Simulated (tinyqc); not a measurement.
Raising U: Hubbard chain of 3 sites, mean field against exact. Computed by the program tinyqc. Collinear unrestricted mean field (the lowest of 40 random starts) against exact diagonalisation.

one-body matrix (hopping and site energies) (eV):
```
         1        2        3
1   0.4800  -1.8300   0.0000
2  -1.8300  -0.0400  -1.8300
3   0.0000  -1.8300   0.1600
```

electrons, up and down: 2  1

Exact and mean-field results (eV):
```
U            U/t    E exact  E mean field  mean |n_up - n_down|  double occupancy, exact  first gap in the sector
0.9200    0.5027  -4.046826     -4.025659                0.3652                   0.1897                   2.4215
1.8300    1.0000  -3.557130     -3.475488                0.4105                   0.1690                   2.3015
3.6600    2.0000  -2.740100     -2.460799                0.5531                   0.1294                   1.9919
5.4900    3.0000  -2.123969     -1.680650                0.7273                   0.0965                   1.6926
7.3200    4.0000  -1.665631     -1.168933                0.8367                   0.0718                   1.4411
10.9800   6.0000  -1.060892     -0.603383                0.9260                   0.0418                   1.0808
21.9600  12.0000  -0.291021     -0.008039                0.9815                   0.0128                   0.5900
36.6000  20.0000   0.056335      0.234418                0.9933                   0.0049                   0.3616
```

Estimate the missing row, U = 14.64.

Computed row:
```
U           U/t    E exact  E mean field  mean |n_up - n_down|  double occupancy, exact  first gap in the sector
14.6400  8.0000  -0.695892     -0.308216                0.9583                   0.0264                   0.8516
```

In absolute terms mean field is worst at U/t = 4.0, 0.497 eV too high: at small U it is nearly exact, and at large U it misses only exchange-scale energies. Relative to the exact energy its error is 0.5 % at the smallest U, 316 % at most and 316 % at the largest. The double occupancy falls from 0.190 to 0.005.
